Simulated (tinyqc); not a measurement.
Crystallisation kinetics and data retention of a phase-change cell: one step of the calculation.

Johnson-Mehl-Avrami-Kolmogorov law X = 1 - exp(-y^n), y = integral of k dt, k = (1/100 s) exp[-(Ec q/kB)(1/T - 1/T1)].

Task. A heating ramp. T rises at the rate b. Start with y = k (kB Ta^2/(q Ec))/b, the integral from cold to Ta to leading order; over each step k is taken as exponential in T, so y gains (dT/b)(k2 - k1)/ln(k2/k1). dX/dt = n y^(n - 1) k exp(-y^n), listed as 0 once y^n exceeds 23.

Parameters, values chosen for the exercise; values of the order of Ge-Sb-Te and related chalcogenides:

| symbol | value | unit | meaning |
|---|---|---|---|
| Ec | 2.88 | eV | activation energy of crystallisation |
| T1 | 422 | K | temperature at which the rate k is 1/(100 s) |
| n | 1.5 |  | Avrami exponent |
| b | 20 | K/min | heating rate |
| Ta | 396 | K | start of the ramp table |
| dT | 6 | K | step of the table |
| m | 10 |  | steps |

Constants: q = 1.602176634e-19 C, kB = 1.380649e-23 J/K. Results are converted to the units shown.

Wanted: T; k; y; X; dX/dt.

Result.

```
point  T (K)   k (1/s)         y         X  dX/dt (1/s)
0        396  5.518e-5  7.767e-4  2.165e-5     2.307e-6
1        402  1.945e-4  0.002767  1.455e-4     1.534e-5
2        408  6.604e-4  0.009627  9.441e-4     9.710e-5
3        414  0.002165   0.03243  0.005824     5.813e-4
4        420  0.006858    0.1057   0.03378     0.003232
5        426   0.02104    0.3334    0.1751      0.01503
6        432   0.06254     1.019    0.6425      0.03385
7        438    0.1805     3.022    0.9948     0.002460
8        444    0.5061     8.707     1.000            0
9        450     1.381     24.39     1.000            0
10       456     3.669     66.54     1.000            0
```

Range of the model: One Arrhenius rate is assumed; incubation, growth from the boundary and the non-Arrhenius kinetics of the supercooled liquid are left out.

Numbers from tinyqc (`OMP_NUM_THREADS=1 python tinyqc.py 2490146 2490147 out.jsonl`; about 0.04 s on one thread of a shared Intel Xeon 2.30GHz).
